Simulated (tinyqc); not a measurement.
Worked calculation: Franz-Keldysh effect at a direct gap. Values are carried at full precision from step to step, so a last printed digit may differ when a step is redone from the rounded ones.

Parabolic bands, vertical transitions, no excitons. For each hole band j: mr = me mj/(me + mj); joint density of states J_j(E) = (mr/c)^(3/2) sqrt(E - Eg)/(2 pi^2), both spins, c = hbar^2/2m0; averaged matrix element |e.p|^2 = m0 Ep/6; alpha_j(E) = 4 pi^2 alpha_f c Ep J_j/(3 nr E) in 1/angstrom (alpha_f the fine-structure constant, listed as alpha among the constants), times 1e8 for 1/cm.

In a field Fd (1 kV/cm = 1e-5 V/angstrom) the electro-optic energy of band j is th = (c (e Fd)^2/mr)^(1/3), and sqrt(E - Eg) in J_j is replaced by pi sqrt(th) [Ai'(b)^2 - b Ai(b)^2] with b = (Eg - E)/th; Ai is the Airy function.

Constants: hbar^2/2m0 = 3.80998211 eV angstrom^2; fine-structure constant alpha = 0.007297352564.

Values chosen for the exercise (near those of InP; not measured data):
- Eg = 1.332 eV (direct gap)
- me = 0.0771 m0 (electron mass)
- mhh = 0.593 m0 (heavy-hole mass)
- mlh = 0.0899 m0 (light-hole mass)
- Ep = 20.8 eV (Kane energy)
- nr = 3.38 (refractive index)
- Fd = 57 kV/cm (uniform field)
- E = 1.33 eV (photon energy)
- L = 37 micrometre (length of a waveguide)

## Electro-optic energy and length

For each hole band give mr, th and the length th/(e Fd).

Scales:
```
hole,mr (m0),th (meV),length (angstrom)
heavy,0.06823,26.277,46.1
light,0.04150,31.012,54.4
```

The light-hole pair has th larger by a factor 1.180, the cube root of the ratio of reduced masses.

## Airy factors at E

Ai is the Airy function, th the electro-optic energy of each hole band from the table (its other columns are not needed here), b = (Eg - E)/th with th in eV; the factor takes the place of sqrt(E - Eg) in the joint density of states.

Form b, Ai(b), Ai'(b) and the factor pi sqrt(th) [Ai'^2 - b Ai^2] for each band, beside sqrt(E - Eg) (zero below the gap).

Factors:
```
hole,b,Ai(b),Ai'(b),factor (eV^(1/2)),without field
heavy,0.0761,0.3354,-0.2578,0.02949,0.0000
light,0.0645,0.3384,-0.2581,0.03277,0.0000
```

## Absorption with and without the field

Put the factors in place of sqrt(E - Eg) in alpha_j and add the bands; a waveguide of length L changes its transmission by 4.343 (alpha(F) - alpha(0)) L dB.

alpha_j in the field (1/cm): heavy 606, light 320

alpha(F) = 926 1/cm
alpha(0) = 0 1/cm
change of loss = 14.9 dB

Below the gap the field opens a tail where this model has no absorption; excitons and band tails absorb within some 10 to 20 meV of a real edge. Excitons, which add a sharp peak at low field, are left out.

## Checks

- Airy factor at b = -40 against the zero-field limit sqrt(-b): 6.33 against 6.32.

tinyqc: `OMP_NUM_THREADS=1 python tinyqc.py 1650948 1650949 out.jsonl`; about 0.01 s, one thread, shared Intel(R) Xeon(R) Processor @ 2.30GHz.
